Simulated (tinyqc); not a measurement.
What moves the exposure: standing waves and exposure in a photoresist film.

Normal incidence from air. Unexposed resist: N1 = n1 + i k1 with k1 = (A + B) lam/(4 pi), lam in micrometres. r01 = (1 - N1)/(1 + N1), t01 = 2/(1 + N1). Substrate Ns = ns + i ks: r12 = (N1 - Ns)/(N1 + Ns). With p = exp(2 pi i N1 d/lam), the field at depth z is E(z) = t01 [exp(2 pi i N1 z/lam) + r12 p^2 exp(-2 pi i N1 z/lam)]/(1 + r01 r12 p^2), the relative intensity I(z) = n1 |E(z)|^2 and the reflectance R = |(r01 + r12 p^2)/(1 + r01 r12 p^2)|^2.

Inputs chosen for the exercise (a resist on Si, indices near tabulated ones; the results hold for these values, not for the real material): lam = 248 nm (vacuum wavelength); n1 = 1.766 (resist index); A = 0.01 1/micrometre (bleachable absorption (Dill A)); B = 0.94 1/micrometre (fixed absorption (Dill B)); d = 466 nm (resist thickness); ns = 1.546 (substrate n); ks = 3.618 (substrate k).

The mean of I is over 800 depths.

Results for these values:
```
case  |r12|^2       R  mean I  I at the bottom
base   0.5374  0.3033  0.9949           0.2927
```

What happens to each result for ks = 3.256, all else kept?

Answer: |r12|^2 falls from 0.5374 to 0.4853; R falls from 0.3033 to 0.2926; mean I falls from 0.9949 to 0.9593; I at the bottom rises from 0.2927 to 0.3229.

The same for each parameter in turn:
```
case                   |r12|^2       R  mean I  I at the bottom
base                    0.5374  0.3033  0.9949           0.2927
d = 476 nm              0.5374  0.4106  0.8284           0.2454
n1 = 1.784              0.5351  0.3710  0.8951           0.2685
B = 1.14 1/micrometre   0.5356  0.2653  0.9339           0.2676
ks = 3.256              0.4853  0.2926  0.9593           0.3229
ns = 1.701              0.5133  0.2903  0.9890           0.2823
```

Computed by tinyqc, a small Python program: `OMP_NUM_THREADS=1 python tinyqc.py 1651780 1651781 out.jsonl` (the numbers bound the seed that draws the inputs); one thread of a shared host (Intel(R) Xeon(R) Processor @ 2.30GHz), about 0.01 s for the whole set of steps.
